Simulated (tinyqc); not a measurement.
Surface photovoltage measurement of the minority-carrier diffusion length in a wafer: one step, computed by the program tinyqc.

Low injection, steady light, a depletion layer much thinner than 1/alpha and L. The excess density dn is taken at the front edge of the neutral region; light that reaches the back is lost.

Problem. One wavelength. alpha = (84.732/lambda - 76.417)^2 per cm with lambda in micrometre (an empirical fit for silicon between 0.7 and 1.05 micrometre). Thick wafer: dn = Phi L/((S_f + D/L)(L + 1/alpha)). Finite wafer, with s = S_b L/D, w = W/L, a = alpha L: dn = [Phi a/(a^2 - 1)] [a - B - exp(-alpha W)(a - s)/(cosh w + s sinh w)]/(S_f + B D/L), B = (sinh w + s cosh w)/(cosh w + s sinh w). Photovoltage V = (k_B T/e) ln(1 + dn/n_0). Lifetime = L^2/D.

Inputs (values chosen for the exercise, modelled on p-type silicon at room temperature):

| quantity | value | unit |
|---|---|---|
| diffusion length L | 320 | micrometre |
| wafer thickness W | 625 | micrometre |
| diffusivity D | 33 | cm^2/s |
| front recombination velocity S_f | 200 | cm/s |
| back recombination velocity S_b | 610 | cm/s |
| photon flux entering | 1.9e+13 | 1/(cm^2 s) |
| minority density at the surface barrier scale n_0 | 3e+10 | 1/cm^3 |
| temperature T | 298 | K |
| wavelength | 893 | nm |

Constants: k_B = 8.617333262e-05 eV/K.

Give: alpha; penetration depth 1/alpha; dn, thick wafer; B; dn, finite wafer; photovoltage V; lifetime.

Solution.

alpha = 341.1 1/cm

penetration depth 1/alpha = 29.32 micrometre

dn, thick wafer = 1.414e+10 1/cm^3

B = 0.9897

dn, finite wafer = 1.427e+10 1/cm^3

photovoltage V = 9.994 mV

lifetime = 31.03 microsecond

Caution: dn is not small against n_0, so V is not linear in the flux; the constant-flux reading then needs dn, not V.
